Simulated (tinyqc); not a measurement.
Type-II superlattice in the two-band Kane model, step by step. Values are carried at full precision from step to step, so a last printed digit may differ when a step is redone from the rounded ones.

Motion along the axis, period d = a + b, c = hbar^2/2m0. Conduction and light-hole bands couple: (E - Ec)(E - Ev) = Ep c k^2 in each layer, with mass m(E) = (E - Ev)/Ep, which may be negative. The conduction envelope psi and psi'/m(E) are continuous; a layer carries them by [[cos kt, (m/k) sin kt], [-(k/m) sin kt, cos kt]] (cosh and sinh for k^2 < 0), and cos(q d) = tr(M_B M_A)/2. C1 is the first miniband above EvB, with its bottom at tr/2 = +1 and its top at -1; the gap is the bottom of C1 less the top heavy-hole level HH1.

Constants: hbar^2/2m0 = 3.80998211 eV angstrom^2; hc = 1239.841984 eV nm.

Values chosen for the exercise (near those of an InAs/GaSb superlattice; shifted at random, so the results belong to these values and not to a real crystal):
- a = 45 angstrom (layer A)
- b = 25 angstrom (layer B)
- EcA = 0 eV (conduction edge of A)
- EvA = -0.417 eV (valence edge of A)
- EcB = 0.964 eV (conduction edge of B)
- EvB = 0.159 eV (valence edge of B)
- EpA = 14.4 eV (coupling energy in A)
- EpB = 17.9 eV (coupling energy in B)
- E = 0.378 eV (trial energy)
- mhA = 0.35 m0 (heavy hole in A)
- mhB = 0.28 m0 (heavy hole in B)

## Wave numbers and masses at one energy

Give k^2 and m(E) in both layers.

Layers:

| layer | k^2 (1/angstrom^2) | m(E) (m0) |
|---|---|---|
| A | 0.0054774 | 0.05521 |
| B | -0.0018818 | 0.01223 |

In B the decay constant is 0.0434 1/angstrom; across the gap of B it peaks at mid-gap, at 0.0487, and vanishes at both edges.

## Transfer matrices

Form M_A, M_B and half the trace of their product.

M_A (angstrom units):
```
          1         2
1  -0.98222  -0.14002
2   0.25163  -0.98222
```

M_B (angstrom units):
```
        1        2
1  1.6480  0.36945
2  4.6445   1.6480
```

tr/2 = -1.8974

E lies in a gap of the coupled bands.

## Edges and effective gap

Heavy holes are uncoupled: with e = EvB - E, p = sqrt(mhB e/c), w = sqrt(mhA (EvB - EvA - e)/c), the top level HH1 at q = 0 solves (p/mhB) tan(p b/2) = (w/mhA) tanh(w a/2).

C1 is the first miniband above EvB: bottom at tr/2 = +1, top at -1. The gap is its bottom less HH1; cut-off wavelength hc/gap.

bottom of C1 = 0.2164 eV
top of C1 = 0.3111 eV
HH1 = 0.0557 eV
gap = 0.1607 eV
cut-off = 7.72 micrometre

The bulk edges overlap by 159 meV; confinement lifts the electrons by 216 meV and lowers the holes by 103 meV, which opens the gap. It is 0.39 of the smaller bulk gap.

## Electron mass along the axis

m_z = -2 c f'/d^2 with f = tr/2 differentiated at the bottom of C1 (central difference of 1e-6 eV); compare the bulk edge mass (EcA - EvA)/EpA.

f' = -22.55 1/eV
m_z = 0.0351 m0
bulk edge mass of A = 0.0290 m0

## Checks

- Bottom of C1 from the two-band matrix on a staggered grid of 0.5 angstrom against the transfer matrix, eV: both 0.216.

(tinyqc, `OMP_NUM_THREADS=1 python tinyqc.py 1280555 1280556 out.jsonl`, Intel(R) Xeon(R) Processor @ 2.30GHz, 1 thread, shared host, about 0.04 s.)
